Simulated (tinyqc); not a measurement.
## Single-electron transistor, orthodox theory and master equation: linear conductance against temperature

A metal island with n extra electrons joins the left lead (voltage V) and the right lead (0 V) by tunnel junctions and couples to a gate. Cs = CL + CR + Cg. Adding electron n + 1 costs mu(n) = [q (n + 1/2) - CL V - Cg Vg]/Cs (in volts); the Fermi levels are -V (left) and 0 (right). A jump that gains the energy W has the rate G(W) = (W/q)/(R [1 - exp(-W/Vt)]), W in volts, Vt = kB T/q. Sequential tunnelling only; I > 0 flows from left to right.

Onto the island: from the left W = -V - mu(n), from the right W = -mu(n); off the island (n + 1 to n): to the left W = mu(n) + V, to the right W = mu(n). Steady state: p(n + 1)/p(n) = (sum of on rates)/(sum of off rates), normalised. I = q sum_n [p(n + 1) (off to left) - p(n) (on from left)]. Enough charge states are kept that the digits shown do not change. The conductance is dI/dV at V = 0 times RL + RR, at Vg = q/(2 Cg) (peak) and Vg = 0 (valley).

Inputs (values chosen for the exercise): capacitance of the left junction CL = 140 aF; capacitance of the right junction CR = 180 aF; gate capacitance Cg = 85 aF; resistance of the left junction RL = 2800 kohm; resistance of the right junction RR = 2800 kohm.

Constants: q = 1.602176634e-19 C, kB = 1.380649e-23 J/K, Vt = kB T/q. Results are converted to the units shown.

Result of one run:

| kB T/(q^2/Cs) | peak | valley |
|---|---|---|
| 0.5881 | 0.7584 | 0.7582 |

Which temperature T gave this result: 0.12, 0.17, 0.38, 1.2 or 2.7 K?

T = 2.7 K.

The whole series:

| T (K) | kB T/(q^2/Cs) | peak | valley |
|---|---|---|---|
| 0.12 | 0.02614 | 0.5000 | 1.886e-7 |
| 0.17 | 0.03703 | 0.5000 | 3.694e-5 |
| 0.25 | 0.05446 | 0.5000 | 0.001890 |
| 0.38 | 0.08278 | 0.5001 | 0.02869 |
| 0.56 | 0.1220 | 0.5021 | 0.1339 |
| 0.83 | 0.1808 | 0.5199 | 0.3302 |
| 1.2 | 0.2614 | 0.5729 | 0.5155 |
| 1.8 | 0.3921 | 0.6661 | 0.6598 |
| 2.7 | 0.5881 | 0.7584 | 0.7582 |

At low temperature the peak is 0.500, the limit 1/2 of a metal island with only two charge states in play; it rises from 0.500 to 0.758, and the valley rises from 1.89e-7 to 0.758. Among the rows the valley is within 10 % of the peak from kB T = 0.39 q^2/Cs on: the oscillation is washed out.

Range of the model: Cotunnelling, which dominates deep in the blockade, is left out.

Computed by the program tinyqc: `OMP_NUM_THREADS=1 python tinyqc.py 2780047 2780048 out.jsonl`, one thread of a shared Intel Xeon 2.30GHz, about 0.01 s for the whole run.
